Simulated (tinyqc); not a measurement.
# Long-channel MOSFET, surface-potential model: effect of the acceptor density of the body

n-channel transistor on a uniformly doped p-type body, gradual-channel approximation, constant mobility, Boltzmann statistics, full ionisation. Potentials are counted from the neutral body; V is the electron quasi-Fermi potential, Vsb at the source and Vsb + Vds at the drain. Charges are magnitudes per area.

ni = sqrt(Nc Nv) exp(-Eg/(2 Vt)), Eg in volts; phiF = Vt ln(Na/ni); Cox = eps0 eox/tox; gamma = sqrt(2 q eps0 eps_r Na)/Cox. The surface potential psi at channel potential V solves Vgs + Vsb - Vfb - psi = gamma sqrt(G), G = psi - Vt + Vt exp((psi - 2 phiF - V)/Vt). Charge sheet: Qi = Cox gamma [sqrt(G) - sqrt(psi - Vt)]; I = mu (W/L) [integral of Qi dpsi from psi_0 to psi_L (drift) + Vt (Qi0 - QiL) (diffusion)], with psi_0 at V = Vsb and psi_L at V = Vsb + Vds. VT = Vfb + 2 phiF + gamma sqrt(2 phiF + Vsb), m = 1 + gamma/(2 sqrt(2 phiF + Vsb)). The swing is 20 mV/log10[I(VT - 0.14 V)/I(VT - 0.16 V)] of the charge-sheet current at the given Vds.

Inputs (values chosen for the exercise); material values close to those of silicon: temperature T = 293 K; band gap Eg = 1.1 eV; relative permittivity of the semiconductor eps_r = 11.9; conduction-band density of states at T Nc = 2.66e19 cm^-3; valence-band density of states at T Nv = 2.59e19 cm^-3; relative permittivity of the gate insulator eox = 25.2; insulator thickness tox = 65 nm; flat-band voltage Vfb = -0.44 V; channel mobility mu = 110 cm^2/(V s); gate width W = 1 um; gate length L = 5 um; source-body reverse bias Vsb = 0 V; gate-source voltage Vgs = 2.15 V; drain-source voltage Vds = 0.1 V.

Constants: q = 1.602176634e-19 C, kB = 1.380649e-23 J/K, Vt = kB T/q, eps0 = 8.8541878128e-14 F/cm where lengths are in cm. Results are converted to the units shown.

Effect of the acceptor density of the body:
```
Na (cm^-3)  gamma (V^0.5)  VT (V)      m  swing (mV/decade)  I at Vgs, Vds (uA)
8.3e16             0.4877  0.8080  1.271              76.98              0.8213
1.5e17             0.6556  0.9998  1.358              82.40              0.6856
2.8e17             0.8957   1.267  1.480              90.05              0.4960
5.2e17              1.221   1.621  1.643              100.3              0.2502
9.7e17              1.667   2.104  1.863              114.5             0.01034
1.8e18              2.271   2.755  2.156              134.1            2.731e-7
```

Read the table: what changes, and by how much?

As Na goes from 8.3e16 to 1.8e18 cm^-3, VT rises from 0.808 to 2.76 V, the swing rises from 77.0 to 134 mV a decade and the current falls from 0.821 to 2.73e-7 uA. The swing is 4.2 % above m Vt ln 10 in the first row and 7.0 % above it in the last. The gate voltage is below VT in 1 of the 6 rows. For Na = 8.3e16 to 5.2e17 cm^-3 the surface electron density at the source passes 0.3 Nc, where degeneracy and quantisation, left out here, matter.

Numbers from tinyqc (`OMP_NUM_THREADS=1 python tinyqc.py 2360090 2360091 out.jsonl`; about 0.05 s on one thread of a shared Intel Xeon 2.30GHz).
